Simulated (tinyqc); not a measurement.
Gap of the edge states against width: BHZ model on a square lattice (one spin block).

h(k) = e0 + d.s with s the Pauli matrices in the basis (E, H), k in units of 1/a: dx = (A/a) sin kx, dy = (A/a) sin ky, dz = M - (2B/a^2)(2 - cos kx - cos ky), e0 = -(2D/a^2)(2 - cos kx - cos ky). The other spin block is h*(-k). For small k this is the continuum model with dz = M - B k^2.

Ribbon along x with N rows: cos ky and sin ky become hoppings between rows, block (A/a) sy/(2i) + (B/a^2) sz + D/a^2 from row n to n + 1, and the rows end at hard walls; width (N + 1) a.

Values chosen for the exercise (of the size used for HgTe wells; shifted at random, so the results belong to these values and not to a real crystal): A = 3.76 eV angstrom; B = -67.2 eV angstrom^2; D = -57.1 eV angstrom^2; M = -0.024 eV (mass term); a = 50 angstrom (grid spacing).

penetration = 287.39 angstrom
E at kx = 0 = 20.3929 meV

The two middle levels of the ribbon at kx = 0. The continuum edge state has E = -D M/B and penetration 1/Re(l1), l1 = F - sqrt(F^2 - M/B), F = |A|/(2 sqrt(B^2 - D^2)).

Edge levels:
```
N   width (nm)  lower (meV)  upper (meV)  gap (meV)
6         35.0       17.396       28.162    10.7656
10        55.0       19.034       23.049     4.0143
14        75.0       19.699       21.475     1.7757
20       105.0       20.131       20.720     0.5887
28       145.0       20.323       20.468     0.1447
40       205.0       20.384       20.402     0.0181
56       285.0       20.392       20.393     0.0011
```

What can be read from this table?

The two edges of one spin block overlap and open a gap, 10.77 meV at 35 nm and 0.0011 meV at 285 nm, against a bulk gap 2|M| = 48.0 meV at Gamma and a penetration of 28.7 nm. Between the last two widths the gap falls as exp(-W/28.9 nm). The mean of the pair in the widest ribbon is 20.393 meV, against 20.393 for the continuum edge.

Computed by tinyqc, a small Python program: `OMP_NUM_THREADS=1 python tinyqc.py 1480256 1480257 out.jsonl` (the numbers bound the seed that draws the inputs); one thread of a shared host (Intel(R) Xeon(R) Processor @ 2.30GHz), about 0.1 s for the whole set of steps.
